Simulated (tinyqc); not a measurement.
From results back to parameters: carrier statistics of a doped semiconductor with parabolic bands. Two cases, with inputs chosen for the exercise.

Problem. ni^2 = C^2 (T/300 K)^3 exp(-Eg(T)/kB T) with Eg(T) = Eg0 - al T^2/(T + be). Two intrinsic densities were computed from hidden Eg0 and C = sqrt(Nc Nv) at 300 K.

Constants: kB = 8.617333262e-05 eV/K.

Case 1.

Values chosen (near those of Ge; not measured data):
- al = 0.000474 eV/K (Varshni alpha)
- be = 238 K (Varshni beta)
- T1 = 250 K
- T2 = 410 K

ni(T1) = 7.90614e+11 1/cm^3
ni(T2) = 1.86093e+15 1/cm^3

Case 2.

Values chosen (near those of SiC; not measured data):
- al = 0.000634 eV/K (Varshni alpha)
- be = 1335 K (Varshni beta)
- T1 = 320 K
- T2 = 460 K

ni(T1) = 1.25511e-06 1/cm^3
ni(T2) = 174.358 1/cm^3

Find: Eg0; C.

Solution. y(T) = 2 ln ni - 3 ln(T/300) - al T/((T + be) kB) equals 2 ln C - Eg0/(kB T), a straight line in 1/T; two points give slope and intercept.

Case 1.

Eg0 = 0.739 eV
C = 7.09e+18 1/cm^3

Case 2.

Eg0 = 3.257 eV
C = 2.49e+19 1/cm^3

Computed by tinyqc, one run a case: `OMP_NUM_THREADS=1 python tinyqc.py N N+1 out.jsonl` with N = 1680620, 1681014; one thread of a shared Intel(R) Xeon(R) Processor @ 2.30GHz, about 0.01 s a run at most.
